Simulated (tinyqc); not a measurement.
# Thermal RC ladder, step response: two studies

A ladder of 3 nodes: R_i joins node i to node i + 1, the last R to the ambient; C_i is the heat capacity of node i; theta is the rise above ambient, zero at t = 0. d theta/dt = -A theta + b with b = (Pw/C_1, 0, ...), times in ms.

Inputs (values chosen for the exercise):
- R = [0.12, 0.14, 0.14] K/W (resistances, junction to ambient)
- C = [0.66, 2.1, 30] mJ/K (heat capacities of the nodes)
- Pw = 19 W (power at node 1 from t = 0)

Each table varies one quantity; the others keep the values above.

## Time step and accuracy

A = C^(-1) K, K_ii = 1/R_(i-1) + 1/R_i (no first term for node 1), K_(i,i+1) = K_(i+1,i) = -1/R_i. The time constants tau_k are the inverse eigenvalues of A; the rise of node 1 per watt is Z(t) = sum_k r_k (1 - exp(-t/tau_k)), with r_k = v_k1^2 tau_k/C_1 and v_k the unit eigenvectors of C^(-1/2) K C^(-1/2). Both schemes run from t = 0 to 0.23 ms in M equal steps dt: explicit, theta(new) = theta + dt (b - A theta); implicit, (1 + dt A) theta(new) = theta + dt b. Errors of node 1 are against Pw Z; tau_1 is the shortest time constant.

Results:

| M | dt/tau_1 | error, explicit (%) | error, implicit (%) |
|---|---|---|---|
| 2 | 2.020 | -33.75 | -9.069 |
| 3 | 1.347 | 7.000 | -6.145 |
| 4 | 1.010 | 4.069 | -4.628 |
| 8 | 0.5050 | 2.173 | -2.309 |
| 16 | 0.2525 | 1.115 | -1.147 |
| 32 | 0.1262 | 0.5627 | -0.5708 |
| 128 | 0.03156 | 0.1415 | -0.1420 |

Estimate the missing row, M = 64.

Computed row:

| M | dt/tau_1 | error, explicit (%) | error, implicit (%) |
|---|---|---|---|
| 64 | 0.06312 | 0.2825 | -0.2845 |

With this row back in the table: With 2 steps the errors are -34 % (explicit) and -9.1 % (implicit), with 128 steps 0.14 and -0.14 %. The last doubling divides them by 2.0 and 2.0: both schemes are of first order, with errors of opposite sign. The explicit scheme is stable only for dt < 2 tau_1, and the first row, at 2.02, sits next to that limit, so its error does not follow the trend.

## Pulse trains: peak against mean temperature

For pulses of length tp = 0.3 ms and period tp/D, the steady peak rise per watt is sum_k r_k (1 - exp(-tp/tau_k))/(1 - exp(-tp/(D tau_k))), and the mean is D sum R.

Results:

| D | peak (K/W) | mean (K/W) | peak/mean | peak rise (K) |
|---|---|---|---|---|
| 0.01 | 0.16310 | 0.0040000 | 40.775 | 3.0989 |
| 0.05 | 0.16713 | 0.020000 | 8.3563 | 3.1754 |
| 0.1 | 0.17489 | 0.040000 | 4.3722 | 3.3229 |
| 0.2 | 0.19285 | 0.080000 | 2.4106 | 3.6641 |
| 0.3 | 0.21450 | 0.12000 | 1.7875 | 4.0756 |
| 0.5 | 0.26420 | 0.20000 | 1.3210 | 5.0197 |
| 0.8 | 0.34473 | 0.32000 | 1.0773 | 6.5499 |

Estimate the missing row, D = 0.02.

Computed row:

| D | peak (K/W) | mean (K/W) | peak/mean | peak rise (K) |
|---|---|---|---|---|
| 0.02 | 0.16352 | 0.0080000 | 20.440 | 3.1069 |

With this row back in the table: The peak rises from 0.163 to 0.345 K/W, while its ratio to the mean falls from 40.8 to 1.08. In the first row the peak is 0.010 % above that of a single pulse, 0.163 K/W.

Numbers from tinyqc (`OMP_NUM_THREADS=1 python tinyqc.py 2520109 2520110 out.jsonl`; about 0.01 s on one thread of a shared Intel Xeon 2.30GHz).
